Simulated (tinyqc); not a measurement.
# MOSFET in the linear regime without short-channel effects, parameter extraction from computed curves: extraction methods against the first mobility attenuation factor

Inversion charge Q = Cox n Vt W0(exp((Vg - VT)/(n Vt))), W0 the Lambert function and n = nf; u = Q/Cox; mobility mu = mu0/(1 + th1 u + th2 u^2); channel resistance Rch = (L - dL)/(W mu Q); Id = Vd/(Rch + Rsd/W). Cox = eps0 eox/tox. Small Vd, no channel-length or drain effects.

From the continuous curve Id(Vg): tangent at peak gm (V_ext = Vg - Id/gm); constant current Id = 0.1 uA W/L; peak of d2Id/dVg2; Y = Id/sqrt(gm) drawn through Vg = VT + 0.6 and VT + 0.8 V, with intercept VT_Y and slope s. Mobilities gm,max L/(W Cox Vd) and s^2 L/(W Cox Vd) with the drawn L. Last column: share of Rsd/W in the total resistance at VT + 0.8 V.

Parameters, values chosen for the exercise; channel values of the order met in silicon transistors: temperature T = 77 K; relative permittivity of the gate insulator (close to hafnium oxide) eox = 22.2; insulator thickness tox = 3.9 nm; low-field mobility mu0 = 140 cm^2/(V s); second mobility attenuation factor th2 = 0 1/V^2; threshold voltage VT = 0.47 V; body factor nf = 1.14; gate width W = 0.5 um; drawn gate length L = 0.39 um; drawn less effective length dL = 0.016 um; source plus drain resistance Rsd = 390 ohm um; drain voltage Vd = 0.025 V.

Constants: q = 1.602176634e-19 C, kB = 1.380649e-23 J/K, Vt = kB T/q, eps0 = 8.8541878128e-14 F/cm where lengths are in cm. Results are converted to the units shown.

Extraction methods against the first mobility attenuation factor:

| th1 (1/V) | V_ext (V) | constant current (V) | second derivative (V) | VT_Y (V) | mobility from gm (cm^2/(V s)) | mobility from Y (cm^2/(V s)) | series share (%) |
|---|---|---|---|---|---|---|---|
| 0 | 0.475 | 0.473 | 0.469 | 0.492 | 119 | 143 | 36.0 |
| 0.2 | 0.474 | 0.473 | 0.468 | 0.492 | 116 | 143 | 32.8 |
| 0.4 | 0.474 | 0.473 | 0.468 | 0.492 | 114 | 143 | 30.1 |
| 0.6 | 0.473 | 0.473 | 0.468 | 0.492 | 111 | 143 | 27.8 |
| 0.8 | 0.472 | 0.473 | 0.468 | 0.492 | 109 | 143 | 25.9 |
| 1 | 0.472 | 0.473 | 0.468 | 0.492 | 108 | 143 | 24.2 |
| 1.2 | 0.471 | 0.473 | 0.468 | 0.492 | 106 | 143 | 22.7 |

The model has VT = 0.47 V and mu0 = 140 cm^2/(V s). Over the table the extracted thresholds move by 3.9 mV (tangent), under 0.5 mV (constant current), 0.50 mV (second derivative), under 0.5 mV (Y function). The mobility from gm falls from 119 to 106 and that from Y stays near 143 cm^2/(V s).

Computed by the program tinyqc: `OMP_NUM_THREADS=1 python tinyqc.py 2210034 2210035 out.jsonl`, one thread of a shared Intel Xeon 2.30GHz, about 0.01 s for the whole run.
